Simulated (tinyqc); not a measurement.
Inside a calculation. Method: Hubbard chain of 5 sites. Computed by tinyqc, a small Python program that keeps every step. Settings: hopping = 1.48, U = 10.2, mixing = 1, iteration cap = 80. Command: `OMP_NUM_THREADS=1 python tinyqc.py 20665 20666 out.jsonl` (the two numbers bound the seeds that draw the settings). One thread of a shared host (Intel(R) Xeon(R) Processor @ 2.60GHz), about 0.3 s of CPU time with the checks. Later iterations appear only in the table of the cycle.

## Mean-field iteration 1

one-body matrix (hopping and site energies) (eV), lower triangle:
```
         1        2        3        4       5
1   0.0000
2  -1.4800   0.0000
3   0.0000  -1.4800   0.0000
4   0.0000   0.0000  -1.4800   0.0000
5   0.0000   0.0000   0.0000  -1.4800  0.0000
```

U = 10.2000 eV

electrons, up and down: 4  2

mixing = 1

n(up) at the start (a guess, not normalised): 1 0.8500, 2 0.7500, 3 0.8500, 4 0.7500, 5 0.8500

n(down) at the start (a guess): 1 0.3500, 2 0.4500, 3 0.3500, 4 0.4500, 5 0.3500

H(up) = T + U n(down), H(down) = T + U n(up); fill the lowest levels; n(new) = n + mixing (n(out) - n); E = tr T (rho up + rho down) + U sum n_up n_down of the output.

levels, up (eV): 1.4663  2.5146  3.5700  5.6454  6.6937

levels, down (eV): 5.5463  6.5946  8.6700  9.7254  10.7737

energy = 9.0745 eV

n(up) after iteration 1: 1 0.9329, 2 0.7012, 3 0.7317, 4 0.7012, 5 0.9329

n(down) after iteration 1: 1 0.2356, 2 0.6302, 3 0.2683, 4 0.6302, 5 0.2356

## Mean-field iteration 2

As before.

levels, up (eV): 1.3188  1.9178  2.5299  6.9140  7.7195

levels, down (eV): 4.9387  6.4402  8.6022  10.2280  10.5908

energy = 8.5127 eV

n(up) after iteration 2: 1 0.9691, 2 0.6013, 3 0.8593, 4 0.6013, 5 0.9691

n(down) after iteration 2: 1 0.1232, 2 0.6850, 3 0.3836, 4 0.6850, 5 0.1232

## Mean-field iteration 3

As before.

levels, up (eV): 0.7984  0.8968  3.0602  7.3470  8.2975

levels, down (eV): 4.6498  5.6193  9.3581  10.3983  10.7745

energy = 8.2513 eV

n(up) after iteration 3: 1 0.9826, 2 0.6069, 3 0.8209, 4 0.6069, 5 0.9826

n(down) after iteration 3: 1 0.0836, 2 0.8198, 3 0.1933, 4 0.8198, 5 0.0836

## Convergence

Each step fills the lowest levels of T + U n(other spin) and sets n(new) = n + mixing (n(out) - n); stop when output and input agree to 1e-8.

Course of the cycle:
```
iteration    E (eV)  largest |n(out) - n(in)|  mean |n_up - n_down|
1          9.074481                  1.80e-01                0.4000
2          8.512655                  1.28e-01                0.4670
3          8.251268                  1.90e-01                0.5703
4          8.078655                  1.04e-01                0.6059
5          8.005311                  8.64e-02                0.6450
6          7.988856                  2.27e-02                0.6526
7          7.986231                  1.37e-02                0.6594
8          7.985884                  2.93e-03                0.6605
9          7.985841                  1.68e-03                0.6613
10         7.985836                  3.51e-04                0.6615
11         7.985835                  2.00e-04                0.6616
12         7.985835                  4.19e-05                0.6616
13         7.985835                  2.39e-05                0.6616
14         7.985835                  5.00e-06                0.6616
15         7.985835                  2.85e-06                0.6616
16         7.985835                  5.97e-07                0.6616
17         7.985835                  3.40e-07                0.6616
18         7.985835                  7.13e-08                0.6616
19         7.985835                  4.06e-08                0.6616
20         7.985835                  8.51e-09                0.6616
```

local moments n_up - n_down: 1 0.9199, 2 -0.3270, 3 0.8142, 4 -0.3270, 5 0.9199

Converged in 20 iterations. But random starts reach 7.22623 eV, so this is another stationary point, not the lowest one. Reruns (cap 100 unless said): mixing 0.2: not converged; mixing 0.5: not converged; mixing 0.9: converged in 65 (E = 7.22623). Before convergence this energy mixes input and output and is not variational, so it may rise towards its limit.

## Exact diagonalisation (50 states)

Lowest levels of the sector, and the double occupancy of the lowest state.

lowest levels (eV): 6.4211  6.9059  7.4124  7.6366  7.7296  8.1199

double occupancy per site = 0.2199

The mean-field solution above lies 1.5647 eV above the exact energy.

## The lowest level by Lanczos steps

From a random start vector (not printed): a_j = <q_j|H|q_j>, b_j = norm of the remainder after orthogonalising; the Ritz value is the lowest eigenvalue of the tridiagonal matrix of a and b so far.

Lanczos:
```
j   a_j (eV)  b_j (eV)  lowest Ritz value (eV)
1    13.9286    5.8786               13.928552
2    13.9171    4.5549                8.044243
3    17.9345    4.3584                7.016883
4    14.1239    4.9038                6.722116
5    17.6270    4.8936                6.570983
6    14.1105    3.8521                6.471793
7    17.3842    3.3058                6.434102
8    15.0237    4.8641                6.427103
9    16.4527    3.9745                6.423744
10   15.5371    5.1781                6.422592
```
